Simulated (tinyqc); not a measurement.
Inputs raised by 10 %, one at a time: hot carriers by balance equations with a heated Maxwellian. Computed by tinyqc, a small Python program. Command: `OMP_NUM_THREADS=1 python tinyqc.py 3019937 3019938 out.jsonl hot sens`. One thread of a shared host (Intel(R) Xeon(R) Processor @ 2.30GHz), about 0.07 s of CPU time with the checks.

The carriers follow a Maxwellian at an electron temperature T_e, slightly displaced; the drift energy is neglected against k_B T_e. The balance averages the rate, not the time, so mu_0 lies below the relaxation-time value.

Inputs (values chosen for the exercise, modelled on holes in germanium):

| quantity | value | unit |
|---|---|---|
| effective mass m | 0.291 | m_0 |
| density rho | 5323 | kg/m^3 |
| sound velocity v_l | 5310 | m/s |
| acoustic deformation potential D_A | 4.5 | eV |
| phonon energy hbar w | 38.1 | meV |
| optical or intervalley deformation potential D_o | 6.8 | 1e8 eV/cm |
| final valleys Z_f | 1 | - |
| lattice temperature T | 350 | K |
| electric field F | 8.2 | kV/cm |
| mixing | 0.4 | - |
| iteration cap | 300 | - |

Band: parabolic. Solver: damped fixed point.

Constants: k_B = 8.617333262e-05 eV/K; k_B = 1.380649e-23 J/K; e = 1.602176634e-19 C; hbar = 1.054571817e-34 J s; m_0 = 9.1093837015e-31 kg; hbar = 6.582119569e-16 eV s.

Method:
- Parabolic band: E = hbar^2 k^2/(2 m), speed v = hbar k/m, states per spin, volume and energy g(E) = m k/(2 pi^2 hbar^2). Masses are multiplied by m_0 and all formulas are in SI units.
- Phonon occupation N_q = 1/(exp(hbar w/(k_B T)) - 1).
- Acoustic deformation potential (elastic, equipartition, absorption and emission together): 1/tau = 2 pi k_B T D_A^2 g(E)/(hbar rho v_l^2).
- Optical or intervalley deformation potential: 1/tau = (pi Z_f D_o^2/(rho w)) [N_q g(E + hbar w) + (N_q + 1) g(E - hbar w)], with g = 0 below the band edge.
- Averages over the Maxwellian, <y> = int y x^(1/2) exp(-x) dx / int x^(1/2) exp(-x) dx with x = E/(k_B T_e), split at x_0 = hbar w/(k_B T_e): 64 Gauss-Legendre points in sqrt(x) below it and 128 in sqrt(x - x_0) above it, up to x = 32. Momentum balance: mu(T_e) = e/(m nu), nu = <x (sum of rates)>/<x>. Power lost per carrier: P(T_e) = hbar w <emission rate - absorption rate> + <(2 m v_l^2/(k_B T)) (E - 2 k_B T) acoustic rate>.
- Energy relaxation time at weak heating: tau_E = (3/2) k_B / (dP/dT_e), the derivative by a central difference of +/- 0.5 K at T_e = T.
- Fixed point: T_out = T + (T_e - T) e mu(T_e) F^2/P(T_e), T_new = T_e + mixing (T_out - T_e).
- Start at T_e = 1.5 T; stop when T_e moves by less than 1e-6 K or exceeds 1e6 K.
- v = mu(T_e) F; warm-carrier coefficient (mu/mu_0 - 1)/F^2.

Runs:

| input moved | from | to | drift velocity (1e7 cm/s) | low-field mobility mu_0 (cm^2/(V s)) | energy relaxation time tau_E (ps) | mobility mu(T_e) (cm^2/(V s)) |
|---|---|---|---|---|---|---|
| base run | - | - | 0.7472 | 2628 | 2.077 | 911.3 |
| effective mass m (m_0) | 0.291 | 0.3201 | 0.6850 | 2071 | 1.799 | 835.3 |
| sound velocity v_l (m/s) | 5310 | 5841 | 0.7731 | 2813 | 2.077 | 942.8 |
| acoustic deformation potential D_A (eV) | 4.5 | 4.95 | 0.7200 | 2435 | 2.075 | 878.1 |
| phonon energy hbar w (meV) | 38.1 | 41.91 | 0.7974 | 2999 | 2.189 | 972.4 |
| optical or intervalley deformation potential D_o (1e8 eV/cm) | 6.8 | 7.48 | 0.7430 | 2325 | 1.718 | 906.1 |
| lattice temperature T (K) | 350 | 385 | 0.7054 | 2241 | 2.081 | 860.3 |
| density rho (kg/m^3) | 5323 | 5855.3 | 0.7599 | 2891 | 2.285 | 926.8 |

Exponents ln(y'/y) / ln(x'/x):

| input | drift velocity | low-field mobility mu_0 | energy relaxation time tau_E | mobility mu(T_e) |
|---|---|---|---|---|
| effective mass m | -0.913 | -2.500 | -1.506 | -0.913 |
| sound velocity v_l | 0.357 | 0.712 | 0.000 | 0.357 |
| acoustic deformation potential D_A | -0.389 | -0.802 | -0.012 | -0.389 |
| phonon energy hbar w | 0.681 | 1.384 | 0.549 | 0.681 |
| optical or intervalley deformation potential D_o | -0.060 | -1.288 | -1.990 | -0.060 |
| lattice temperature T | -0.604 | -1.670 | 0.019 | -0.604 |
| density rho | 0.177 | 1.000 | 1.000 | 0.177 |

To which inputs is each result most sensitive?

Among the inputs moved here: drift velocity answers most in size to effective mass m (exponent -0.913), next to phonon energy hbar w (+0.681). Low-field mobility mu_0 answers most in size to effective mass m (exponent -2.500), next to lattice temperature T (-1.670). Its exponent -2.500 in effective mass m: rates scale as m^(3/2) and mu = e tau/m. Energy relaxation time tau_E answers most in size to optical or intervalley deformation potential D_o (exponent -1.990), next to effective mass m (-1.506); its exponent is below 0.0005 for sound velocity v_l. Mobility mu(T_e) answers most in size to effective mass m (exponent -0.913), next to phonon energy hbar w (+0.681).

Caution (all rows): k_B T_e exceeds 0.12 eV, where non-parabolicity and a non-Maxwellian tail matter.
